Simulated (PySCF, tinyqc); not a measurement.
FCI on RHF in the sto-6g basis, for H2, spin multiplicity 1, step by step. The lowest restricted solution is unstable here: a spin-polarised one lies 0.0007 hartree lower (PySCF). One step of it, computed by the program tinyqc.

Problem. Iteration 2 (converged): orbitals. Diagonalise F' = X^T F X, C = X C', fill 1 alpha and 1 beta electrons from the bottom; D = 2 C_occ C_occ^T. Each column has its largest component positive (the first on a tie).

converged F (hartree):
```
           1H 1s      2H 1s
1H 1s  -0.198948  -0.408270
2H 1s  -0.408270  -0.198948
```

X:
```
               1         2
1H 1s   0.910262  0.598351
2H 1s  -0.910262  0.598351
```

Give: F' = X^T F X; orbital energies; coefficients C; D after iteration 2.

Solution.

F' = X^T F X (hartree):
```
        1        2
1  0.3469   0.0000
2  0.0000  -0.4348
```

orbital energies (hartree): MO1 -0.4348, MO2 0.3469

coefficients C:
```
          MO1      MO2
1H 1s  0.5984   0.9103
2H 1s  0.5984  -0.9103
```

D after iteration 2:
```
        1H 1s   2H 1s
1H 1s  0.7160  0.7160
2H 1s  0.7160  0.7160
```
